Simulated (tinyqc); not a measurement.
# Trap density and grain size from the barrier

Inverse problem. With all traps filled Vb = q Qt^2/(8 eps0 eps_r N), and in that limit the barrier is largest at N* = Qt/Lg. Find Qt, Lg and the depleted width Qt/N.

Values chosen for this exercise: relative permittivity of the semiconductor eps_r = 11.7.

Constants: q = 1.602176634e-19 C, eps0 = 8.8541878128e-14 F/cm where lengths are in cm. Results are converted to the units shown.

barrier at N = 9.8e17 cm^-3 = 0.13335412 V
doping of the largest barrier = 3.25e17 cm^-3

Answer. The barrier gives Qt, and N* then gives Lg.

Qt = 2.60e12 cm^-2
Lg = 80.0 nm
depleted width = 26.5 nm

Computed by the program tinyqc: `OMP_NUM_THREADS=1 python tinyqc.py 2610102 2610103 out.jsonl`, one thread of a shared Intel Xeon 2.30GHz, about 0.01 s for the whole run.
